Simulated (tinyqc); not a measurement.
# Floating body of a partially depleted SOI transistor: body voltage and kink: two studies

Source at 0 V. Channel current Ic = 2 nf K Vt^2 [F(0) - F(Vd)](1 + la Vd), F(V) = ln^2(1 + exp((Vg - VT - nf V)/(2 nf Vt))), VT = VT0 - gb Vb. Saturation voltage Vs = 2 Vt sqrt(F(0)) + 3 Vt, excess Ve = (Vd - Vs + sqrt((Vd - Vs)^2 + 0.0004 V^2))/2, multiplication M1 = Ai Ve exp(-Bl/Ve). Each junction passes D(v) = J1 (exp(v/Vt) - 1) + J2 (exp(v/(2 Vt)) - 1). Bipolar current Ib = bb J1 (exp(Vb/Vt) - 1). The body settles where M1 (Ic + Ib) = D(Vb) + D(Vb - Vd) + Vb/Rb; drain current Id = (1 + M1)(Ic + Ib) - D(Vb - Vd).

Inputs (values chosen for the exercise); values of the order met in partially depleted silicon-on-insulator transistors: temperature T = 300 K; threshold at zero body voltage VT0 = 0.35 V; fall of the threshold per volt of body voltage gb = 0.3; slope factor nf = 1.47; gain factor per width K = 290 uA/(V^2 um); channel-length modulation factor la = 0.03 1/V; impact-ionisation prefactor Ai = 3.96 1/V; impact-ionisation voltage Bl = 6.3 V; diffusion saturation current of each junction J1 = 7e-13 uA/um; recombination saturation current of each junction J2 = 2.3e-8 uA/um; gain of the lateral bipolar transistor on the diffusion current bb = 3; resistance of a weak body tie to the source (1e9 stands for no tie, and the term is then dropped) Rb = 1e9 kohm um; gate voltage Vg = 0.69 V; drain voltage Vd = 2 V.

Constants: q = 1.602176634e-19 C, kB = 1.380649e-23 J/K, Vt = kB T/q. Results are converted to the units shown.

Each table varies one quantity; the others keep the values above.

## Output curve and kink

Rows with more than one solution for Vb (latch) are left out; dId/dVd by a forward difference over 1e-4 V, swing = 1e-4 V over the change of log10 Id; M1 under 1e-12 is printed as 0.

Output curve and kink:
```
Vd (V)  Vb (V)        M1  Id, floating (uA/um)  Id, grounded (uA/um)  ratio  dId/dVd, floating (uS/um)  dId/dVd, grounded (uS/um)
0.8     0.3229  6.216e-7                 19.30                 11.74  1.644                      38.47                     0.3455
1       0.5293  4.702e-5                 25.29                 11.81  2.142                      20.55                     0.3957
1.2     0.6209  7.985e-4                 28.39                 11.91  2.384                      12.45                     0.6666
1.4     0.6738  0.005108                 30.81                 12.10  2.546                      12.91                      1.342
1.6     0.7104   0.01862                 34.06                 12.48  2.730                      21.08                      2.480
1.8     0.7389   0.04827                 40.07                 13.12  3.054                      42.14                      4.025
2       0.7640    0.1004                 53.07                 14.11  3.762                      97.64                      5.874
2.2     0.7906    0.1795                 88.76                 15.48  5.732                      318.8                      7.921
```

Vb rises from 0.323 to 0.791 V and the ratio of the currents rises from 1.64 to 5.73. The output conductance with a floating body exceeds the grounded value by the largest factor among the rows, 111, at Vd = 0.8 V, where Vb = 0.323 V and M1 = 6.22e-7.

## Transfer curve and swing

Same model as above.

Result of one run:
columns A: Vg (V); B: Vb (V); C: M1; D: Id, floating (uA/um); E: Id, grounded (uA/um); F: ratio; G: swing, floating (mV/decade); H: swing, grounded (mV/decade)
```
A         B       C      D       E      F      G      H
0.3  0.7408  0.2154  11.20  0.1340  83.61  303.0  107.6
```

What becomes of these results when the gate voltage Vg is changed from 0.3 to 0.4 V, all else the same?

Result of the changed run:
columns A: Vg (V); B: Vb (V); C: M1; D: Id, floating (uA/um); E: Id, grounded (uA/um); F: ratio; G: swing, floating (mV/decade); H: swing, grounded (mV/decade)
```
A         B       C      D       E      F      G      H
0.4  0.7528  0.1813  20.52  0.8750  23.45  474.8  144.7
```

The whole series:
columns A: Vg (V); B: Vb (V); C: M1; D: Id, floating (uA/um); E: Id, grounded (uA/um); F: ratio; G: swing, floating (mV/decade); H: swing, grounded (mV/decade)
```
A          B        C         D         E      F      G      H
-0.1  0.3479   0.2870  8.824e-5  5.606e-6  15.74  51.41  87.98
0     0.5544   0.2845   0.01123  7.702e-5  145.8  45.44  87.98
0.1   0.6665   0.2737    0.5538  0.001041  532.1  84.09  89.16
0.2   0.7169   0.2490     4.007   0.01312  305.4  166.7  93.48
0.3   0.7408   0.2154     11.20    0.1340  83.61  303.0  107.6
0.4   0.7528   0.1813     20.52    0.8750  23.45  474.8  144.7
0.5   0.7592   0.1500     30.94     3.268  9.466  656.7  215.0
0.6   0.7626   0.1223     42.20     7.948  5.309  832.2  313.2
0.7   0.7641  0.09815     54.32     14.90  3.646  993.4  427.5
```

Vb rises from 0.348 to 0.764 V. The smallest swing among the rows is 45.4 mV a decade with a floating body (at Vg = 0 V) and 88.0 with a grounded one; Vt ln 10 = 59.5. The floating swing is smaller by more than 3 % for Vg = -0.1, 0, 0.1 V, where the rising Vb lowers the threshold as Vg rises. In the first row the floating body raises the current by a factor of 15.7.

Range of the model: The multiplication law is an empirical form chosen for the exercise; self-heating and capacitive coupling to the body are left out, and the linear laws are rough once Vb passes about 0.7 V or M1 about 0.1.

Program tinyqc, `OMP_NUM_THREADS=1 python tinyqc.py 2182034 2182035 out.jsonl`; Intel Xeon 2.30GHz, shared host, one thread, about 0.2 s.
